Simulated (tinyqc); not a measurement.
Worked calculation: Hubbard ring of 4 sites. Computed by tinyqc, a small Python program that keeps every step. Settings: hopping = 0.56, U = 9.0, mixing = 1, iteration cap = 90. Command: `OMP_NUM_THREADS=1 python tinyqc.py 30045 30046 out.jsonl` (the two numbers bound the seeds that draw the settings). One thread of a shared host (Intel(R) Xeon(R) Processor @ 2.60GHz), about 0.2 s of CPU time with the checks. Later iterations appear only in the table of the cycle.

## Mean-field iteration 1

one-body matrix (hopping and site energies) (eV), order 1, 2, 3, 4:
$$\begin{pmatrix}
0.7800 & -0.5600 & 0.0000 & -0.5600 \\
-0.5600 & 0.8500 & -0.5600 & 0.0000 \\
0.0000 & -0.5600 & 0.6500 & -0.5600 \\
-0.5600 & 0.0000 & -0.5600 & 0.0900
\end{pmatrix}$$

U = 9.0000 eV

electrons, up and down: [1, 1]

mixing = 1

n(up) at the start (a guess, not normalised): 1 0.5500, 2 0.0000, 3 0.5500, 4 0.0000

n(down) at the start (a guess): 1 0.0000, 2 0.5500, 3 0.0000, 4 0.5500

H(up) = T + U n(down), H(down) = T + U n(up); fill the lowest levels; n(new) = n + mixing (n(out) - n); E = tr T (rho up + rho down) + U sum n_up n_down of the output.

levels, up (eV): [0.4457, 0.7299, 5.1559, 5.9386]

levels, down (eV): [-0.0356, 0.7433, 5.6487, 5.9136]

energy = 0.3990 eV

n(up) after iteration 1: 1 0.2593, 2 0.0197, 3 0.6942, 4 0.0268

n(down) after iteration 1: 1 0.0118, 2 0.0193, 3 0.0123, 4 0.9567

## Mean-field iteration 2

As before.

levels, up (eV): [0.0803, 0.8246, 1.6856, 8.7796]

levels, down (eV): [0.1470, 0.8844, 3.3386, 7.0000]

energy = -0.0245 eV

n(up) after iteration 2: 1 0.2437, 2 0.4099, 3 0.3415, 4 0.0049

n(down) after iteration 2: 1 0.0471, 2 0.0395, 3 0.0091, 4 0.9043

## Mean-field iteration 3

As before.

levels, up (eV): [0.1961, 0.9866, 1.8718, 8.3155]

levels, down (eV): [-0.0600, 2.8895, 3.5592, 4.9813]

energy = -0.1330 eV

n(up) after iteration 3: 1 0.1402, 2 0.3582, 3 0.4959, 4 0.0057

n(down) after iteration 3: 1 0.0348, 2 0.0017, 3 0.0224, 4 0.9411

## Convergence

Each step fills the lowest levels of T + U n(other spin) and sets n(new) = n + mixing (n(out) - n); stop when output and input agree to 1e-8.

Course of the cycle:
```
iteration     E (eV)  largest |n(out) - n(in)|  mean |n_up - n_down|
1           0.399040                  5.31e-01                0.4649
2          -0.024493                  3.90e-01                0.4497
3          -0.132953                  1.54e-01                0.4677
4          -0.161726                  1.81e-01                0.4553
5          -0.167937                  9.74e-02                0.4600
6          -0.168825                  8.25e-02                0.4436
7          -0.172357                  8.78e-02                0.4554
8          -0.172338                  6.43e-02                0.4359
9          -0.176025                  8.09e-02                0.4517
10         -0.176342                  5.61e-02                0.4348
11         -0.179956                  7.20e-02                0.4580
...              ...                       ...                   ...
69         -0.193634                  1.17e-07                0.4717
70         -0.193634                  9.78e-08                0.4717
71         -0.193634                  7.03e-08                0.4717
72         -0.193634                  5.88e-08                0.4717
73         -0.193634                  4.23e-08                0.4717
74         -0.193634                  3.54e-08                0.4717
75         -0.193634                  2.54e-08                0.4717
76         -0.193634                  2.13e-08                0.4717
77         -0.193634                  1.53e-08                0.4717
78         -0.193634                  1.28e-08                0.4717
79         -0.193634                  9.19e-09                0.4717
```

local moments n_up - n_down: 1 -0.1300, 2 0.4639, 3 0.4796, 4 -0.8135

Converged in 79 iterations. Before convergence this energy mixes input and output and is not variational, so it may rise towards its limit.

## The many-body Hamiltonian

Basis: all placements (u, d, 2, 0 on each site), up operators ordered before down ones; hops carry the sign of the same-spin electrons passed.

H (eV):
```
         2000     ud00     u0d0     u00d     du00     0200     0ud0     0u0d
2000  10.5600  -0.5600   0.0000  -0.5600  -0.5600   0.0000   0.0000   0.0000
ud00  -0.5600   1.6300  -0.5600   0.0000   0.0000  -0.5600   0.0000   0.0000
u0d0   0.0000  -0.5600   1.4300  -0.5600   0.0000   0.0000  -0.5600   0.0000
u00d  -0.5600   0.0000  -0.5600   0.8700   0.0000   0.0000   0.0000  -0.5600
du00  -0.5600   0.0000   0.0000   0.0000   1.6300  -0.5600   0.0000  -0.5600
0200   0.0000  -0.5600   0.0000   0.0000  -0.5600  10.7000  -0.5600   0.0000
0ud0   0.0000   0.0000  -0.5600   0.0000   0.0000  -0.5600   1.5000  -0.5600
0u0d   0.0000   0.0000   0.0000  -0.5600  -0.5600   0.0000  -0.5600   0.9400
d0u0   0.0000   0.0000   0.0000   0.0000  -0.5600   0.0000   0.0000   0.0000
0du0   0.0000   0.0000   0.0000   0.0000   0.0000  -0.5600   0.0000   0.0000
0020   0.0000   0.0000   0.0000   0.0000   0.0000   0.0000  -0.5600   0.0000
00ud   0.0000   0.0000   0.0000   0.0000   0.0000   0.0000   0.0000  -0.5600
d00u  -0.5600   0.0000   0.0000   0.0000   0.0000   0.0000   0.0000   0.0000
0d0u   0.0000  -0.5600   0.0000   0.0000   0.0000   0.0000   0.0000   0.0000
00du   0.0000   0.0000  -0.5600   0.0000   0.0000   0.0000   0.0000   0.0000
0002   0.0000   0.0000   0.0000  -0.5600   0.0000   0.0000   0.0000   0.0000

         d0u0     0du0     0020     00ud     d00u     0d0u     00du     0002
2000   0.0000   0.0000   0.0000   0.0000  -0.5600   0.0000   0.0000   0.0000
ud00   0.0000   0.0000   0.0000   0.0000   0.0000  -0.5600   0.0000   0.0000
u0d0   0.0000   0.0000   0.0000   0.0000   0.0000   0.0000  -0.5600   0.0000
u00d   0.0000   0.0000   0.0000   0.0000   0.0000   0.0000   0.0000  -0.5600
du00  -0.5600   0.0000   0.0000   0.0000   0.0000   0.0000   0.0000   0.0000
0200   0.0000  -0.5600   0.0000   0.0000   0.0000   0.0000   0.0000   0.0000
0ud0   0.0000   0.0000  -0.5600   0.0000   0.0000   0.0000   0.0000   0.0000
0u0d   0.0000   0.0000   0.0000  -0.5600   0.0000   0.0000   0.0000   0.0000
d0u0   1.4300  -0.5600   0.0000  -0.5600  -0.5600   0.0000   0.0000   0.0000
0du0  -0.5600   1.5000  -0.5600   0.0000   0.0000  -0.5600   0.0000   0.0000
0020   0.0000  -0.5600  10.3000  -0.5600   0.0000   0.0000  -0.5600   0.0000
00ud  -0.5600   0.0000  -0.5600   0.7400   0.0000   0.0000   0.0000  -0.5600
d00u  -0.5600   0.0000   0.0000   0.0000   0.8700  -0.5600   0.0000  -0.5600
0d0u   0.0000  -0.5600   0.0000   0.0000  -0.5600   0.9400  -0.5600   0.0000
00du   0.0000   0.0000  -0.5600   0.0000   0.0000  -0.5600   0.7400  -0.5600
0002   0.0000   0.0000   0.0000  -0.5600  -0.5600   0.0000  -0.5600   9.1800
```

## Exact diagonalisation (16 states)

Lowest levels of the sector, and the double occupancy of the lowest state.

lowest levels (eV): [-0.5868, -0.1182, 0.1047, 0.7306, 1.0302, 1.1606]

double occupancy per site = 0.0030

The mean-field solution above lies 0.3932 eV above the exact energy.

## The lowest level by Lanczos steps

From a random start vector (not printed): a_j = <q_j|H|q_j>, b_j = norm of the remainder after orthogonalising; the Ritz value is the lowest eigenvalue of the tridiagonal matrix of a and b so far.

Lanczos:
```
j   a_j (eV)  b_j (eV)  lowest Ritz value (eV)
1     2.1143    4.0876                2.114272
2     8.0181    2.1994                0.024148
3     1.9843    1.3488               -0.458013
4     6.5439    3.9704               -0.510382
5     4.1176    1.2534               -0.564488
6     5.2866    4.6507               -0.571255
7     5.6295    0.8293               -0.584530
8     2.0928    1.2581               -0.586343
9     7.6326    4.5524               -0.586504
10    4.0083    0.7790               -0.586742
```
